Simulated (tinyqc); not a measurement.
Inside a calculation. Model: conduction-band offset of an n-N heterojunction from carrier-profile moments.

Computed by the program tinyqc: `OMP_NUM_THREADS=1 python tinyqc.py 2410070 2410071 out.jsonl`, one thread of a shared Intel Xeon 2.30GHz, about 0.07 s for the whole run. Printed values are rounded.

Layer 1 (x < 0) accumulates electrons and layer 2 (x > 0) is depleted. Boltzmann statistics. The bands bend down by V1 in layer 1 and up by V2 in layer 2, with V1 + V2 = VD = dE + Vt ln[(N2/Nc2)/(N1/Nc1)].

Inputs (values chosen for the exercise); values of the order of III-V alloys: temperature T = 350 K; relative permittivity of both layers eps_r = 11.6; density of states of the narrow-gap layer 1 Nc1 = 6.7e17 cm^-3; density of states of the wide-gap layer 2 Nc2 = 1.5e18 cm^-3; conduction-band offset dE = 0.13 eV; donor density in layer 1 N1 = 1.2e16 cm^-3; donor density in layer 2 N2 = 1.1e17 cm^-3; fixed charge at the interface si = 0 cm^-2.

Constants: q = 1.602176634e-19 C, kB = 1.380649e-23 J/K, Vt = kB T/q, eps0 = 8.8541878128e-14 F/cm where lengths are in cm. Results are converted to the units shown.

## Division of the diffusion potential

Sheet densities from the first integral: Q1 = sqrt((2 eps0 eps_r Vt N1/q)(exp(u1) - u1 - 1)) extra electrons, Q2 = sqrt((2 eps0 eps_r Vt N2/q)(exp(-u2) + u2 - 1)) missing ones, u = V/Vt; neutrality Q1 = Q2 + si. Q1 - Q2 rises steadily with V1, so V1 follows by bisection.

VD = 0.172515 V
V1 = 0.0907906 V
V2 = 0.0817248 V
Q1 = 2.74870e11 cm^-2
n at x = 0- = 2.43506e17 cm^-3
n at x = 0+ = 7.32163e15 cm^-3

n drops across the interface by 33.3 = (Nc1/Nc2) exp(dE/Vt).

## Electron profile

-x, left point 0 to 9 (nm): [0, 0.928, 5.63, 16.1, 34.1, 60.9, 97.9, 146, 207, 281]
x, right point 0 to 9 (nm): [0, 6.77, 16.7, 28.2, 41, 54.9, 69.5, 85, 101, 118]

Integrate the field q Q(V)/(eps0 eps_r) away from the interface on each side; n = N exp(+/- V/Vt).

n in layer 1, left point 0 to 9 (cm^-3): [2.43506e17, 2.14464e17, 1.26970e17, 5.99644e16, 3.00075e16, 1.85184e16, 1.41532e16, 1.26006e16, 1.21281e16, 1.20201e16]
n in layer 2, right point 0 to 9 (cm^-3): [7.32163e15, 1.70284e16, 3.98638e16, 6.89575e16, 9.12988e16, 1.02910e17, 1.07573e17, 1.09238e17, 1.09771e17, 1.09937e17]

## Offset from the moments

A C-V profile smears n(x) but keeps its zeroth and first moments: si = -int (N - n) dx, VD = (q/(eps0 eps_r)) int (N - n) x dx, dE = VD - Vt ln[(N2/Nc2)/(N1/Nc1)]. Use the trapezoidal rule on each side.

si = 1.99776e10 cm^-2
VD = 0.171992 V
dE = 0.129477 eV

On these few points dE comes out -0.52 meV from the true 0.13 eV, and si misses by 2.0e10 cm^-2, 7.3 % of Q1.
